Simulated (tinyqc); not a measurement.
Two-step dopant diffusion (predeposition and drive-in) with a constant diffusivity: one step, computed by the program tinyqc. Command: `OMP_NUM_THREADS=1 python tinyqc.py 3023862 3023863 out.jsonl dopdiff walk`. One thread of a shared host (Intel(R) Xeon(R) Processor @ 2.30GHz), about 0.06 s of CPU time with the checks.

Fick diffusion into a half space x > 0 whose background doping C_B is of the opposite type, so that a junction lies where C = C_B.

Question. Predeposition. C = C_s erfc(x/(2 sqrt(D1 t1))); dose Q = 2 C_s sqrt(D1 t1/pi); the junction solves erfc(z) = C_B/C_s with x_j = 2 z sqrt(D1 t1).

Inputs (values chosen for the exercise, modelled on boron in silicon):
```
quantity                        value    unit
surface concentration C_s     1.8e+20  1/cm^3
background doping C_B         3.8e+14  1/cm^3
predeposition temperature T1      950       C
drive-in temperature T2          1125       C
```

product D1 t1 = 7.537062e-13 cm^2

Give: dose Q; z; junction depth after predeposition.

Answer.

dose Q = 1.7633e+14 1/cm^2

z = 3.3534

junction depth after predeposition = 0.058227 um
